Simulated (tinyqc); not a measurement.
Nudged elastic band on a two-dimensional model surface. Changing the step factor eta. Computed by tinyqc, a small Python program. Command: `OMP_NUM_THREADS=1 python tinyqc.py 3020816 3020817 out.jsonl neb sweep`. One thread of a shared host (Intel(R) Xeon(R) Processor @ 2.30GHz), about 0.2 s of CPU time with the checks.

V(x, y) = -A (cos kx + cos ky) - B cos kx cos ky + (C sin ky + S sin kx)(1 - cos kx), k = 2 pi/a; the atom hops from the minimum at (0, 0) to that at (a, 0).

Inputs (values chosen for the exercise, for a model surface):
```
quantity              value           unit
amplitude A            0.11             eV
amplitude B           0.041             eV
skew C                0.027             eV
asymmetry S          -0.023             eV
period a                3.6       angstrom
movable images n          5              -
spring constant k_s    0.21  eV/angstrom^2
iteration cap           600              -
```

Surface: adatom on a square lattice. Climbing image: off.

Method:
- Newton steps x(new) = x - H^-1 grad V (moves limited to 0.3 angstrom) from (0, 0), (a, 0) and (a/2, 0) give the two minima and the saddle.
- Tangent at image i: towards the higher neighbour if the energies rise or fall through i; at a maximum or minimum, tau = t+ dmax + t- dmin if V(i+1) > V(i-1), else t+ dmin + t- dmax, with t+ = R(i+1) - R(i), t- = R(i) - R(i-1) and dmax, dmin the larger and smaller of |V(i+1) - V(i)| and |V(i-1) - V(i)|; then normalise. Force F = -grad V + (grad V.tau) tau + k_s (|t+| - |t-|) tau.
- Update R(new) = R + eta F; the end points stay fixed.
- Start on the straight line; stop when the largest force is below 1e-4 or above 1e6 eV/angstrom.

One run for each value:
```
step factor eta (angstrom^2/eV)  iterations  energy of the highest image (eV)
0.28                                     89                            0.2835
0.38                                     65                            0.2835
0.51                                     48                            0.2835
0.70                                     35                            0.2835
0.95                                     25                            0.2835
1.30                                     18                            0.2835
1.80                                     12                            0.2835
2.40                                     48                            0.2835
```

What does the table show, and why?

Over the rows, iterations goes from 89.0 through a minimum among these rows, 12.0 at 1.80, to 48.0. While the steps are short the count falls about as 1/eta; the converged energy does not depend on eta. Left out: 3.30 (the iteration did not converge within its cap).

Extremes, crossings and ranges named in words are read from the listed rows.
